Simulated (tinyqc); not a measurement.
What sets the wire resistivity: free and nearly free electrons in a metal.

The cubic cell holds 4 atoms: n = 4 z/a^3, kF = (3 pi^2 n)^(1/3), EF = c kF^2/m, vF = 2 c kF/(m hbar), c = hbar^2/2m0; rs = (3/(4 pi n))^(1/3)/a0; D(EF) = 3 n/(2 EF).

Square wire of width w with grain size w: rho/rho0 = 1/(1 - 3 al/2 + 3 al^2 - 3 al^3 ln(1 + 1/al)) + (3/4) (1 - p) l/w, with al = (l/w) Rg/(1 - Rg) (Mayadas-Shatzkes plus the thick-wire form of Fuchs-Sondheimer); l = hbar kF/(n e^2 rho), e = 1.602176634e-19 C.

Constants: hbar^2/2m0 = 3.80998211 eV angstrom^2; hbar = 6.58211957e-16 eV s; a0 (Bohr radius) = 0.5291772105 angstrom.

Values chosen for the exercise (near those of Co, whose d bands this model ignores; shifted at random, so the results belong to these values and not to a real crystal): a = 3.554 angstrom (fcc lattice constant); z = 2 (free electrons an atom); m = 1 m0 (mass); rho = 6.24 micro-ohm cm (bulk resistivity); p = 0.2 (specularity of the surfaces); Rg = 0.45 (reflection at grain boundaries); w = 10 nm (wire width).

All results formed anew.

One parameter was then changed.

Results before and after:
```
case     EF (eV)  l (nm)  wire rho (micro-ohm cm)
base      11.548    6.43                   13.243
changed   11.548    6.43                   11.270
```

Which of these changes was made? (a) Rg = 0.315; (b) m = 1.2 m0; (c) p = 0.5; (d) w = 7 nm; (e) rho = 7.488 micro-ohm cm; (f) a = 3.661 angstrom.

Answer: (a) Rg = 0.315. Of the candidates, run in turn, only this one gives the changed row.

All candidates:
```
case                      EF (eV)  l (nm)  wire rho (micro-ohm cm)
base                       11.548    6.43                   13.243
a = 3.661 angstrom         10.883    6.82                   13.664
m = 1.2 m0                  9.623    6.43                   13.243
rho = 7.488 micro-ohm cm   11.548    5.36                   14.513
p = 0.5                    11.548    6.43                   12.340
Rg = 0.315                 11.548    6.43                   11.270
w = 7 nm                   11.548    6.43                   16.186
```

The mass drops out of l at given rho, because vF falls and tau rises by the same factor.

(tinyqc, `OMP_NUM_THREADS=1 python tinyqc.py 1682659 1682660 out.jsonl`, Intel(R) Xeon(R) Processor @ 2.30GHz, 1 thread, shared host, about 0.01 s.)
